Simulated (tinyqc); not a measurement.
Quantum-well laser, gain and threshold: one step of the calculation.

One electron and one heavy-hole subband per well, parabolic, with equal sheet densities n of electrons and holes; k-conserving transitions, TE polarisation, no line broadening, so the gain starts as a step at E0 and peaks there. All wells are pumped alike.

Question. Threshold density by Newton steps. fe = 1 - exp(-n/Nc) and fh = 1 - exp(-n/Nv) are the fillings of the two band edges; f = g0 (fe + fh - 1) - gth; f' = g0 [(1 - fe)/Nc + (1 - fh)/Nv]; n(new) = n - f/f'.

n at the start = 2e12 cm^-2
Nc = 1.1879113e12 cm^-2
Nv = 4.2764808e12 cm^-2
g0(E0) = 19148.015 1/cm
gth = 287.60773 1/cm

Wanted: fe; fh; f; f'; n after iteration 1.

Answer.

fe = 0.81430
fh = 0.37354
f = 3309.2 1/cm
f' = 5.7983e-9 cm
n after iteration 1 = 1.4293e12 cm^-2

Numbers from tinyqc (`OMP_NUM_THREADS=1 python tinyqc.py 2840016 2840017 out.jsonl`; about 0.01 s on one thread of a shared Intel Xeon 2.30GHz).
